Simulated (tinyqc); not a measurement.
Pi bands of a honeycomb layer in tight binding, step by step. Values are carried at full precision from step to step, so a last printed digit may differ when a step is redone from the rounded ones.

Lattice vectors a (1,0) and a (1/2, sqrt3/2); f = exp(i ky a/sqrt3) + 2 cos(kx a/2) exp(-i ky a/(2 sqrt3)), w = |f|. H = [[D - t2 F, -t f], [., -D - t2 F]] with F = w^2 - 3, S = [[1, s0 f], [., 1]]; the levels solve det(H - E S) = 0. K = (4 pi/3a, 0), M = (pi/a, pi/(sqrt3 a)); w = 3, 1, 0 at Gamma, M, K.

Constants: hbar = 6.58211957e-16 eV s; hbar^2/2m0 = 3.80998211 eV angstrom^2.

Parameters, chosen for this exercise (of the size used for hexagonal BN; shifted at random, so the results belong to these values and not to a real crystal):
- a = 2.5 angstrom (lattice constant)
- t = 2.94 eV (nearest hopping)
- t2 = 0 eV (second-neighbour hopping)
- s0 = 0 (overlap of neighbours)
- D = 2.86 eV (+D on A, -D on B)
- k = (0.78, 0.24) 1/angstrom (wave vector)

## H and S at one k

Form f, w, F and the two matrices.

f = 2.04614+0.14610i
w = 2.05135
F = 1.20804

H (eV):
```
                 A                B
A           2.8600  -6.0157-0.4295i
B  -6.0157+0.4295i          -2.8600
```

S:
```
         A        B
A  1.00000        0
B        0  1.00000
```

## The secular equation

det(H - E S) = 0 reads (e - E)^2 - D^2 - (t + s0 E)^2 w^2 = 0 with e = -t2 (w^2 - 3), that is c2 E^2 + 2 c1 E + c0 = 0 with c2 = 1 - s0^2 w^2, c1 = -(e + t s0 w^2), c0 = e^2 - D^2 - t^2 w^2.

c2, c1, c0: 1.0000  0.0000  -44.5522

levels (eV): -6.6747  6.6747

## Levels at Gamma, M and K

Solve the quadratic (e - E)^2 - D^2 - (t + s0 E)^2 w^2 = 0 with e = -t2 (w^2 - 3), for w = 3, 1, 0.

Levels (eV):

| point | w | lower | upper | difference |
|---|---|---|---|---|
| Gamma | 3 | -9.2721 | 9.2721 | 18.5442 |
| M | 1 | -4.1016 | 4.1016 | 8.2032 |
| K | 0 | -2.8600 | 2.8600 | 5.7200 |

Measured from the middle of the levels at K (0.000 eV), the upper band reaches 9.272 eV and the lower -9.272 eV at Gamma: mirror images, as neither overlap nor t2 is present. The saddle points at M give the absorption peak at 8.203 eV in this one-electron picture.

## Near K

w = (sqrt3/2) a q to first order in the distance q from K. Effective hopping t* = t + 3 t2 s0, hbar v = (sqrt3/2) a t*, v in m/s = hbar v x 1e-10/hbar; band-edge masses follow from E^2 = D^2 + (hbar v q)^2 when t2 = s0 = 0: m/m0 = 2 c D/(hbar v)^2, c = hbar^2/2m0.

hbar v = 6.3653 eV angstrom
v = 9.671e+05 m/s
mass = 0.5379 m0

## Checks

- Roots of the quadratic against the generalised eigenproblem: they agree to 1e-10 or better.

Run: tinyqc, `OMP_NUM_THREADS=1 python tinyqc.py 1482047 1482048 out.jsonl`; Intel(R) Xeon(R) Processor @ 2.30GHz, one thread, shared host; about 0.01 s of CPU time with all checks.
